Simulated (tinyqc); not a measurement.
From one set of inputs to another, one input at a time: ballistic transport through the one-dimensional subbands of a rectangular nanowire or nanosheet channel. Computed by tinyqc, a small Python program. Command: `OMP_NUM_THREADS=1 python tinyqc.py 3001029 3001030 out.jsonl wire ladder`. One thread of a shared host (Intel(R) Xeon(R) Processor @ 2.30GHz), about 0.1 s of CPU time with the checks.

Hard walls, parabolic subbands, transport along x. Energies are counted from the bulk conduction band edge at the top of the barrier, which the gate pulls down by U; the source Fermi level lies at the bulk edge when U = 0.

The inputs printed are set A. Inputs not listed in the table keep their values of set A, so the rows need not describe a real material.

Inputs (values chosen for the exercise, modelled on silicon): light mass m_t = 0.19 m_0; heavy mass m_l = 0.918 m_0; height a = 3.9 nm; width b = 6.1 nm; equivalent oxide thickness t = 2.3 nm; gate voltage above flat band V_G = 0.43 V; drain voltage V_D = 0.05 V; temperature T = 150 K; mean free path for back-scattering lambda = 67 nm; channel length L = 75 nm.

Valleys: silicon [100] wire.

Constants: hbar^2/(2 m_0) = 3.80998212 eV angstrom^2; k_B = 8.617333262e-05 eV/K; m_0 = 9.1093837015e-31 kg; k_B = 1.380649e-23 J/K; hbar = 1.054571817e-34 J s; eps_0 = 8.8541878128e-12 F/m; e = 1.602176634e-19 C; h = 6.62607015e-34 J s.

Method:
- E_pq = (hbar^2 pi^2/2)(p^2/(m_y b^2) + q^2/(m_z a^2)); valley pairs: (m_x, m_y, m_z) = (m_t, m_t, m_l), (m_t, m_l, m_t), (m_l, m_t, m_t), each with degeneracy g = 2; the 10 lowest subbands are kept.
- F_j(eta) = (1/Gamma(j + 1)) int_0^infinity x^j/(1 + exp(x - eta)) dx, F_0 = ln(1 + exp(eta)). Integrals over x = E/(k_B T) use 160 Gauss-Legendre points in u = sqrt(x) from 0 to sqrt(max(eta, 0) + 32).
- With degeneracy g = 2, eta_i = (U - E_i)/(k_B T) and u = e V_D/(k_B T): line density n = sum_i g sqrt(2 m_x k_B T/pi)/(2 hbar) [F_-1/2(eta_i) + F_-1/2(eta_i - u)]; gate: e n = C_ox (V_G - U/e), C_ox = 3.9 eps_0 2 (a + b)/t (flat-plate estimate); I = (2 e k_B T/h) sum_i g [F_0(eta_i) - F_0(eta_i - u)].
- Linear conductance G = (2 e^2/h) sum_i g f(eta_i), g = 2, f = 1/(1 + exp(-eta_i)), with the barrier frozen at the eta_i above; current per perimeter I/(2(a + b)); with scattering, transmission lambda/(lambda + L) and low-bias resistance (1 + L/lambda)/G.

Each row keeps all changes above it; columns: (1) input moved; (2) from; (3) to; (4) line density n (1/nm); (5) ballistic conductance (microsiemens); (6) current per perimeter (microampere/micrometre):
```
(1)                                              (2)   (3)    (4)    (5)   (6)
set A                                              -     -  0.550  249.1   414
drain voltage V_D (V)                           0.05  0.69  0.533  305.8   641
channel length L (nm)                             75    28  0.533  305.8   641
equivalent oxide thickness t (nm)                2.3   1.8  0.659  374.2   796
width b (nm)                                     6.1   6.4  0.684  388.0   803
mean free path for back-scattering lambda (nm)    67    84  0.684  388.0   803
gate voltage above flat band V_G (V)            0.43  0.91  1.757  768.3  2084
height a (nm)                                    3.9     3  1.461  710.6  2234
```

Which inputs carry the difference?

Line density n goes from 0.550 to 1.46, a factor 2.66 in all. The largest single move comes from gate voltage above flat band V_G (a factor 2.57), and height a works against it (a factor 0.831). Ballistic conductance goes from 249 to 711, a factor 2.85 in all. The largest single move comes from gate voltage above flat band V_G (a factor 1.98), and height a works against it (a factor 0.925). Current per perimeter goes from 414 to 2230, a factor 5.40 in all. The largest single move comes from gate voltage above flat band V_G (a factor 2.60). The single moves hold for this order of the switches; the total does not depend on the order.

Extremes, crossings and ranges named in words are read from the listed rows.
